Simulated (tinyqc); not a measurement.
# Undoped symmetric double-gate MOSFET, analytic potential model: what changes with what

An undoped body of thickness ts between two equal insulators and tied gates; long channel, electrons only, n = ni exp((psi - V)/Vt) with V the quasi-Fermi potential (0 at the source, Vd at the drain), constant mobility, no quantisation. Across the body psi(x) = V - 2 Vt ln[(ts/(2 beta)) sqrt(q ni/(2 eps0 eps_r Vt)) cos(2 beta x/ts)], x from the centre. Q is the electron charge per area of the whole body.

Values chosen for this exercise; material values close to those of silicon: temperature T = 300 K; band gap Eg = 1.14 eV; relative permittivity of the semiconductor eps_r = 11.6; conduction-band density of states at T Nc = 2.8e19 cm^-3; valence-band density of states at T Nv = 2.67e19 cm^-3; relative permittivity of the gate insulator eox = 3.92; insulator thickness tox = 2.1 nm; body thickness ts = 5 nm; gate work function less that of the intrinsic body dphi = -0.15 V; channel mobility mu = 540 cm^2/(V s); gate length L = 0.1 um; drain voltage Vd = 0.3 V.

Constants: q = 1.602176634e-19 C, kB = 1.380649e-23 J/K, Vt = kB T/q, eps0 = 8.8541878128e-14 F/cm where lengths are in cm. Results are converted to the units shown.

Each table varies one quantity; the others keep the values above.

## Effect of the insulator thickness

ni = sqrt(Nc Nv) exp(-Eg/(2 Vt)), Eg in volts; r = eps_r tox/(eox ts); V0 = dphi + 2 Vt ln[(2/ts) sqrt(2 eps0 eps_r Vt/(q ni))]. beta (between 0 and pi/2) solves (Vg - V0 - V)/(2 Vt) = ln(beta) - ln(cos beta) + 2 r beta tan(beta). Q = 8 eps0 eps_r Vt beta tan(beta)/ts; I = mu (1/L)(4 eps0 eps_r/ts)(2 Vt)^2 [g(beta_s) - g(beta_d)] per width, g = beta tan(beta) - beta^2/2 + r beta^2 tan^2(beta), with beta_s at V = 0 and beta_d at V = Vd.  I(low) is taken at Vg = 0.13 V, Qs and I(high) at Vg = 0.88 V.

The same in every row: V0 (V) = 0.37760.

Effect of the insulator thickness:

| tox (nm) | I(low) (nA/um) | Qs(high) (nC/cm^2) | I(high) (uA/um) |
|---|---|---|---|
| 0.7 | 4.1075 | 3846.3 | 4174.3 |
| 1 | 4.1074 | 2802.8 | 3085.8 |
| 1.5 | 4.1072 | 1951.1 | 2179.2 |
| 2.1 | 4.1070 | 1441.5 | 1627.0 |
| 3 | 4.1067 | 1043.4 | 1189.2 |
| 4.4 | 4.1063 | 735.43 | 845.98 |
| 6.3 | 4.1056 | 528.50 | 612.62 |

Read the table: what changes, and by how much?

As tox goes from 0.7 to 6.3 nm, I(low) stays near 4.11 nA/um and I(high) falls from 4170 to 613 uA/um. On average I(low) is independent of tox and I(high) goes as tox^(-0.87). Below threshold no voltage drops over the insulator in this long-channel model, so its thickness does not matter there. In every row the surface density at the source at the higher gate voltage passes 0.3 Nc, where Boltzmann statistics fail. In every row mu V/L at the higher gate voltage, with V the smaller of Vd and Vg - V0, passes 3e6 cm/s, so velocity saturation would lower the current. In every row the body is thin enough for quantum confinement, left out here, to raise the threshold.

## Effect of the gate work function less that of the intrinsic body

Same model as above.

Effect of the gate work function less that of the intrinsic body:

| dphi (V) | V0 (V) | I(low) (nA/um) | Qs(high) (nC/cm^2) | I(high) (uA/um) |
|---|---|---|---|---|
| -0.3 | 0.22760 | 1281.7 | 1894.2 | 2338.4 |
| -0.25 | 0.27760 | 194.78 | 1742.2 | 2098.4 |
| -0.2 | 0.32760 | 28.379 | 1591.3 | 1861.1 |
| -0.15 | 0.37760 | 4.1070 | 1441.5 | 1627.0 |
| -0.1 | 0.42760 | 0.59380 | 1292.9 | 1396.9 |
| -0.05 | 0.47760 | 0.085839 | 1146.0 | 1171.9 |
| 0 | 0.52760 | 0.012409 | 1000.9 | 953.73 |

Read the table: what changes, and by how much?

As dphi goes from -0.3 to 0 V, I(low) falls from 1280 to 0.0124 nA/um and I(high) falls from 2340 to 954 uA/um. V0 rises from 0.228 to 0.528 V. In every row the surface density at the source at the higher gate voltage passes 0.3 Nc, where Boltzmann statistics fail. In every row mu V/L at the higher gate voltage, with V the smaller of Vd and Vg - V0, passes 3e6 cm/s, so velocity saturation would lower the current. In every row the body is thin enough for quantum confinement, left out here, to raise the threshold.

Computed by the program tinyqc: `OMP_NUM_THREADS=1 python tinyqc.py 2440119 2440120 out.jsonl`, one thread of a shared Intel Xeon 2.30GHz, about 0.03 s for the whole run.
